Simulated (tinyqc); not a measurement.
Finite square well with mass mismatch (envelope functions): one step. How many levels are bound. Four cases, with inputs chosen for the exercise.

Question. At E = V0 the arctangent equals pi/2, so level n is bound if k0 L > (n - 1) pi with k0 = sqrt(mw V0/c). Compare with the infinitely deep well, E1(hard) = c (pi/L)^2/mw.

A square well of width L and depth V0, mass mw inside and mb outside, energies from the bottom of the well, c = hbar^2/2m0. k = sqrt(mw E/c), kappa = sqrt(mb (V0 - E)/c). psi and psi'/m are continuous at the walls (BenDaniel-Duke), so level n solves k L + 2 atan[(k/mw)/(kappa/mb)] = n pi.

Constants: hbar^2/2m0 = 3.80998211 eV angstrom^2.

Give: k0; k0 L/pi; number of bound levels; E1(hard).

Case 1.

Values chosen (near those of the light valleys of a Si film in HfO2; shifted at random, so the results belong to these values and not to a real crystal): L = 34 angstrom (well width); V0 = 1.575 eV (barrier height); mw = 0.192 m0 (mass in the well); mb = 0.18 m0 (mass in the barrier).

Answer.

k0 = 0.28173 1/angstrom
k0 L/pi = 3.0490
number of bound levels = 4
E1(hard) = 0.1694 eV

The count does not depend on mb. One more level binds at L = 44.6 angstrom.

Case 2.

Values chosen (near those of the heavy valleys of a Si film in SiO2; shifted at random, so the results belong to these values and not to a real crystal): L = 21 angstrom (well width); V0 = 3.076 eV (barrier height); mw = 0.941 m0 (mass in the well); mb = 0.505 m0 (mass in the barrier).

Answer.

k0 = 0.87162 1/angstrom
k0 L/pi = 5.8263
number of bound levels = 6
E1(hard) = 0.0906 eV

The count does not depend on mb. One more level binds at L = 21.6 angstrom.

Case 3.

Values chosen (near those of an InGaAs well in InP; shifted at random, so the results belong to these values and not to a real crystal): L = 67 angstrom (well width); V0 = 0.249 eV (barrier height); mw = 0.0404 m0 (mass in the well); mb = 0.0808 m0 (mass in the barrier).

Answer.

k0 = 0.05138 1/angstrom
k0 L/pi = 1.0959
number of bound levels = 2
E1(hard) = 0.2073 eV

The count does not depend on mb. One more level binds at L = 122.3 angstrom.

Case 4.

Values chosen (near those of a non-polar GaN well in AlN; shifted at random, so the results belong to these values and not to a real crystal): L = 65 angstrom (well width); V0 = 1.814 eV (barrier height); mw = 0.201 m0 (mass in the well); mb = 0.315 m0 (mass in the barrier).

Answer.

k0 = 0.30935 1/angstrom
k0 L/pi = 6.4006
number of bound levels = 7
E1(hard) = 0.0443 eV

The count does not depend on mb. One more level binds at L = 71.1 angstrom.

Computed by tinyqc, one run a case: `OMP_NUM_THREADS=1 python tinyqc.py N N+1 out.jsonl` with N = 1281356, 1281448, 1281565, 1281724; one thread of a shared Intel(R) Xeon(R) Processor @ 2.30GHz, about 0.02 s a run at most.
